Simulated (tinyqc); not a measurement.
Admittance spectroscopy of a deep trap: two steps of the calculation.

Schottky contact on an n-type layer with shallow donors Nd (all ionised) and a donor-like deep trap, neutral when filled and positive when empty; depletion approximation. Traps within lam of the depletion edge stay filled. The traps at xt = W - lam, where the level crosses the Fermi level, follow a slow signal and not a fast one. w = 2 pi f.

Values chosen for this exercise; material values close to those of silicon:

| symbol | value | unit | meaning |
|---|---|---|---|
| eps_r | 11.8 |  | relative permittivity |
| Nc | 2.8e19 | cm^-3 | conduction-band density of states at 300 K |
| vth | 2.3e7 | cm/s | thermal velocity at 300 K |
| Nd | 1.7e16 | cm^-3 | shallow donor density |
| Vbi | 0.76 | V | built-in voltage |
| Et | 0.14 | eV | depth of the trap below the conduction edge |
| sn | 7.1e-14 | cm^2 | capture cross-section |
| Nt | 1.4e16 | cm^-3 | trap density |
| Vr | 0.6 | V | reverse bias |
| f | 2000 | Hz | signal frequency |
| T | 82 | K | temperature |

Constants: q = 1.602176634e-19 C, kB = 1.380649e-23 J/K, eps0 = 8.8541878128e-14 F/cm where lengths are in cm. Results are converted to the units shown.

Problem 1. Widths and limiting capacitances. lam = sqrt(2 eps0 eps_r (EF - ET)/(q Nd)), EF - ET = Et - (kB T/q) ln(Nc(T)/Nd), Nc(T) = Nc (T/300 K)^1.5. In the steady state at the band bending V, 2 eps0 eps_r V/q = Nd W^2 + Nt (W - lam)^2 (the second term only if W > lam). V = Vbi + Vr. C_HF = eps0 eps_r/W, C_LF = eps0 eps_r (Nd + Nt)/(Nd W + Nt xt).

Find: lam; W; xt; C_HF; C_LF.

Solution 1.

lam = 88.20 nm
W = 275.0 nm
xt = 186.8 nm
C_HF = 38.00 nF/cm^2
C_LF = 44.43 nF/cm^2

The step is 16.9 % of C_HF.

Problem 2. Admittance at the signal frequency. Emission rate en = sn vth(T) Nc(T) exp(-Et/kB T) = sn g T^2 exp(-Et/kB T), g = vth Nc/(300 K)^2, as vth goes as T^0.5 and Nc as T^1.5 (degeneracy factor 1). Inflection frequency w0 = 2 en [1 + Nt xt/(Nd W)]; C = C_HF + (C_LF - C_HF)/(1 + (w/w0)^2), G/w = (C_LF - C_HF)(w/w0)/(1 + (w/w0)^2).

W = 274.97376 nm
xt = 186.76904 nm
C_HF = 37.996141 nF/cm^2
C_LF = 44.432975 nF/cm^2

Give: en; w0/(2 pi); C; G/w.

Solution 2.

en = 8492.4 1/s
w0/(2 pi) = 4215.3 Hz
C = 43.250 nF/cm^2
G/w = 2.4929 nF/cm^2

The signal is slower than the trap, which mostly follows it.

Computed by the program tinyqc: `OMP_NUM_THREADS=1 python tinyqc.py 2050135 2050136 out.jsonl`, one thread of a shared Intel Xeon 2.30GHz, about 0.01 s for the whole run.
